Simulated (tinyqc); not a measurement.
When the interface binds a state: heterojunction of two tight-binding chains.

Left chain: hopping -t1, sites at 2 t1 (band bottom 0). Right chain: hopping -t2, sites at dE + 2 t2 (bottom dE). t = c/(m a^2), c = hbar^2/2m0. The bond across the interface is -tc with tc = f sqrt(t1 t2), and the last left site has the extra energy U. In a chain E = bottom + 2t (1 - cos(ka)); the surface Green function of a half chain is g = -exp(ika)/t, with Im k > 0 where cos(ka) > 1.

Constants: hbar^2/2m0 = 3.80998211 eV angstrom^2.

Inputs chosen for the exercise (masses and offset of the size met at Si / SiGe; shifted at random, so the results belong to these values and not to a real crystal):
- a = 3 angstrom (site spacing)
- m1 = 0.209 m0 (mass on the left)
- m2 = 0.199 m0 (mass on the right)
- dE = 0.17 eV (band offset)
- f = 1 (factor on the interface hopping)

A state below both bands solves E - 2 t1 - U - S1(E) - S2(E) = 0 for E < 0, with S1 = -t1 z1, S2 = -(tc^2/t2) z2 and |z| < 1 the decaying root of z + 1/z = 2 - (E - bottom)/t. Decay lengths -a/ln|z|. The threshold is the U that solves the equation at E = 0. A dash: no bound state.

Interface state:

| U (eV) | E (eV) | decay left (angstrom) | decay right (angstrom) |
|---|---|---|---|
| -0.15 | - | - | - |
| -0.30 | - | - | - |
| -0.45 | - | - | - |
| -0.55 | -0.0013 | 120.5 | 10.6 |
| -0.65 | -0.0092 | 44.5 | 10.4 |
| -0.80 | -0.0309 | 24.3 | 9.8 |
| -0.99 | -0.0703 | 16.1 | 9.0 |
| -1.49 | -0.2208 | 9.1 | 7.1 |

threshold U = -0.4973 eV

What can be read from this table?

The step pushes the state out, so an attraction must exceed 0.4973 eV to bind; 5 of the 8 rows are bound. At U = -1.49 eV the state decays over 9.1 angstrom to the left and 7.1 to the right, where the band lies higher.

Computed by tinyqc, a small Python program: `OMP_NUM_THREADS=1 python tinyqc.py 1450656 1450657 out.jsonl` (the numbers bound the seed that draws the inputs); one thread of a shared host (Intel(R) Xeon(R) Processor @ 2.30GHz), about 0.01 s for the whole set of steps.
